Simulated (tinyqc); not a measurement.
CCSD on RHF in the sto-6g basis, frozen core, for BeH2, spin multiplicity 1, step by step. One step of it, computed by the program tinyqc.

Task: CCSD: starting amplitudes. t_ij^ab = <ij||ab> / (e_i + e_j - e_a - e_b), whose energy is MP2.

orbital energies (hartree): MO1 -4.587109, MO2 -0.477096, MO3 -0.443544, MO4 0.200986, MO5 0.205424, MO6 0.522590, MO7 1.063459

Two-electron integrals over orbitals (pq|rs), unique and non-zero (hartree); the lowest 1 orbital is frozen and left out:
```
(22|22) 0.411553    (32|32) 0.166807    (33|22) 0.424555    (33|33) 0.447017
(42|22) 0.011190    (42|33) 0.009476    (42|42) 0.049734    (43|32) 0.008629
(43|43) 0.016391    (44|22) 0.374142    (44|33) 0.364938    (44|42) -0.019730
(44|44) 0.453786    (52|52) 0.050108    (53|53) 0.015646    (54|52) -0.007646
(54|54) 0.025395    (55|22) 0.376382    (55|33) 0.365855    (55|42) -0.005052
(55|44) 0.401263    (55|55) 0.450117    (62|22) -0.028860   (62|33) -0.050965
(62|42) -0.001466   (62|44) 0.041847    (62|55) 0.045086    (62|62) 0.076326
(63|32) -0.096016   (63|43) -0.007013   (63|63) 0.081720    (64|22) 0.004692
(64|33) -0.000835   (64|42) 0.042984    (64|44) -0.006661   (64|55) 0.003519
(64|62) 0.015321    (64|64) 0.046657    (65|52) 0.047115    (65|54) -0.005641
(65|65) 0.050781    (66|22) 0.410358    (66|33) 0.419307    (66|42) 0.022348
(66|44) 0.370093    (66|55) 0.375720    (66|62) -0.034377   (66|64) 0.014447
(66|66) 0.427998    (72|32) -0.048719   (72|43) -0.009894   (72|63) 0.060991
(72|72) 0.057553    (73|22) -0.012419   (73|33) -0.025830   (73|42) -0.014811
(73|44) 0.053215    (73|55) 0.052326    (73|62) 0.069699    (73|64) 0.003605
(73|66) -0.031474   (73|73) 0.080981    (74|32) -0.025187   (74|43) 0.012837
(74|63) 0.014035    (74|72) 0.003210    (74|74) 0.020583    (75|53) 0.013805
(75|75) 0.016043    (76|32) 0.141927    (76|43) 0.010001    (76|63) -0.095442
(76|72) -0.060485   (76|74) -0.021312   (76|76) 0.138596    (77|22) 0.440946
(77|33) 0.460476    (77|42) 0.001423    (77|44) 0.398010    (77|55) 0.396099
(77|62) -0.045933   (77|64) -0.007331   (77|66) 0.446883    (77|73) -0.020567
(77|77) 0.504092
```

Give: Starting amplitudes; correlation energy.

Result:

Starting amplitudes (spin orbitals 1a, 1b, ...; amplitudes related by a flip of all spins are not repeated):
```
from      to        t
3a 3b  6a 6b  -0.0423
2a 2b  6a 6b  -0.0382
2a 2b  5a 5b  -0.0367
2a 2b  4a 4b  -0.0367
2a 3b  6a 7b  -0.0278
3a 3b  7a 7b  -0.0269
2a 3b  6b 7a   0.0243
2a 2b  7a 7b  -0.0187
3a 3b  4a 4b  -0.0127
3a 3b  5a 5b  -0.0121
2a 3b  4a 7b   0.0068
2a 3b  4b 7a  -0.0045
3a 3b  4a 6b   0.0044
2a 3a  6a 7a  -0.0035
2a 3a  4a 7a   0.0023
2a 2b  4a 6b   0.0009
```

correlation energy = -0.020962 hartree
